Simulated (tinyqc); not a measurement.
Worked calculation: mobility of a non-polar semiconductor in the relaxation-time approximation. Computed by tinyqc, a small Python program that keeps every step. Command: `OMP_NUM_THREADS=1 python tinyqc.py 3004565 3004566 out.jsonl rta walk`. One thread of a shared host (Intel(R) Xeon(R) Processor @ 2.30GHz), about 0.01 s of CPU time with the checks. Intermediate numbers are printed to about 5 digits and carried at full precision; extremes and crossings named in words are read from the listed rows.

Each valley is treated as a sphere of mass m_d for states and rates, with one isotropic relaxation time; the conductivity mass m_c sets the current.

Inputs (values chosen for the exercise, modelled on electrons in germanium):
```
quantity                                            value       unit
longitudinal mass m_l                                1.62        m_0
transverse mass m_t                                0.0826        m_0
equivalent valleys Z                                    4          -
static permittivity eps_s                              16          -
density rho                                          5323     kg/m^3
sound velocity v_l                                   5420        m/s
acoustic deformation potential D_A                     12         eV
phonon energy hbar w                                 32.1        meV
optical or intervalley deformation potential D_o      4.7  1e8 eV/cm
final valleys Z_f                                       3          -
carrier density n                                 1.1e+16     1/cm^3
compensation ratio C                                    0          -
temperature T                                         100          K
neutral impurity density N_n                      2.9e+17     1/cm^3
```

Band: parabolic. Impurity formula: Brooks-Herring. Further scattering: neutral impurities.

Constants: k_B = 8.617333262e-05 eV/K; m_0 = 9.1093837015e-31 kg; e = 1.602176634e-19 C; hbar = 1.054571817e-34 J s; eps_0 = 8.8541878128e-12 F/m; k_B = 1.380649e-23 J/K; hbar = 6.582119569e-16 eV s.

## Masses

m_d = (m_l m_t^2)^(1/3); 1/m_c = (1/m_l + 2/m_t)/3; Hall mass factor A = 3 K_m (K_m + 2)/(2 K_m + 1)^2, K_m = m_l/m_t; N_I = n (1 + C)/(1 - C).

density-of-states mass m_d = 0.22275 m_0

conductivity mass m_c = 0.12082 m_0

Hall mass factor A = 0.78590

ionised impurity density N_I = 1.10e+16 1/cm^3

## Fermi level and screening

Parabolic band: E = hbar^2 k^2/(2 m), speed v = hbar k/m, states per spin, volume and energy g(E) = m k/(2 pi^2 hbar^2). Here m = m_d. Masses are multiplied by m_0 and all formulas are in SI units. The reduced Fermi level eta = E_F/(k_B T) solves n = 2 Z int g f dE with f = 1/(1 + exp(x - eta)) (Z = 1 unless valleys are given); screening length L_s = sqrt(eps_s eps_0 k_B T/(e^2 dn/deta)), dn/deta = 2 Z int g f (1 - f) dE. Integrals over x = E/(k_B T) use 160 Gauss-Legendre points in u = sqrt(x) from 0 to sqrt(max(eta, 0) + 32).

reduced Fermi level eta = -5.2164

screening length L_s = 26.344 nm

The gas is non-degenerate (eta < -2), and L_s is close to the Debye length.

## Rates at a few energies

Phonon occupation N_q = 1/(exp(hbar w/(k_B T)) - 1). Acoustic deformation potential (elastic, equipartition, absorption and emission together): 1/tau = 2 pi k_B T D_A^2 g(E)/(hbar rho v_l^2). Optical or intervalley deformation potential: 1/tau = (pi Z_f D_o^2/(rho w)) [N_q g(E + hbar w) + (N_q + 1) g(E - hbar w)], with g = 0 below the band edge. Each optical term is multiplied by (1 - f(E'))/(1 - f(E)), E' the final energy, for Pauli blocking. Singly charged impurities, momentum relaxation: 1/tau = N_I e^4 m (1 + 2 alpha E) Phi/(8 pi (eps_s eps_0)^2 hbar^3 k^3), with alpha = 0 for a parabolic band. Brooks-Herring: Phi = ln(1 + b) - b/(1 + b), b = 4 k^2 L_s^2. Neutral impurities (Erginsoy): 1/tau = 20 N_n a_B hbar/m, a_B = 4 pi eps_s eps_0 hbar^2/(m e^2).

Rates (1e12/s) at E = (max(eta, 0) + 0.5, 1, 2, 4) k_B T:
```
E (meV)  acoustic  optical  ionised impurity  neutral impurity
4.309     0.28528  0.02176            2.0370            11.457
8.617     0.40345  0.02298            0.8695            11.457
17.235    0.57056  0.02527            0.3607            11.457
34.469    0.80689  0.25792            0.1465            11.457
```

## Mobility for each process alone

mu = (m_d/m_c) (2 Z e/(3 n k_B T)) int g v^2 tau f (1 - f) dE. Averages over x are split at the emission threshold x_0 = hbar w/(k_B T): 64 Gauss-Legendre points in sqrt(x) below it and 128 in sqrt(x - x_0) above it, up to x = max(eta, 0) + 32.

acoustic mobility = 27122 cm^2/(V s)

optical mobility = 4.8308e+05 cm^2/(V s)

ionised impurity mobility = 58178 cm^2/(V s)

neutral impurity mobility = 1270.6 cm^2/(V s)

## All processes together

Rates are added at each energy before the average. With <y> = int g v^2 y f (1 - f) dE: Hall factor r_H = A (3 n k_B T/(2 Z m_d)) <tau^2/(1 + 2 alpha E)>/<tau>^2 (alpha = 0 for a parabolic band); Hall mobility r_H mu; |S| = (k_B/e) (<x tau>/<tau> - eta); resistivity 1/(n e mu).

drift mobility mu = 1145.8 cm^2/(V s)

Hall factor r_H = 0.78753

Hall mobility = 902.32 cm^2/(V s)

Seebeck coefficient |S| = 665.49 microvolt/K

resistivity = 0.49522 ohm cm

Taking r_H = 1 in a Hall measurement would give a density 1.27 times the true one. Caution: Erginsoy's formula holds for k a_B below about 0.5 and for dopants that stay neutral, which means low temperature; elsewhere it is only a rough constant rate. Caution: n is taken as given; at low temperature (in diamond even at 300 K) real dopants can freeze out, which changes n and N_I.

## Matthiessen's rule against the full average

Matthiessen's rule adds 1/mu of the separate processes.

Separate mobilities:
```
process           mu (cm^2/(V s))  share of the sum of 1/mu (%)
acoustic               2.7122e+04                    4.3728e+00
optical                4.8308e+05                    2.4551e-01
ionised impurity       5.8178e+04                    2.0386e+00
neutral impurity       1.2706e+03                    9.3343e+01
```

mobility by Matthiessen's rule = 1186.0 cm^2/(V s)

excess of Matthiessen's rule over the full mu = 3.5098 %

The rule gives 1186 against the full 1146, 3.5 % too high; it can only overestimate, since each separate average is carried by the energies where that process is weak. One process, neutral impurity, holds 93 % of the resistance, so the error is small.

Checks made by the program: n against 2 Z (m k_B T/2 pi hbar^2)^(3/2) (2/sqrt(pi)) F_1/2(eta) by adaptive quadrature (relative difference below 1e-10); acoustic mobility against its closed form in Fermi integrals (relative difference below 1e-10); the sum rule (2 Z/(3 k_B T)) int g v^2 (1 + 2 alpha E) f (1 - f) dE = n/m_d (relative difference below 1e-10).
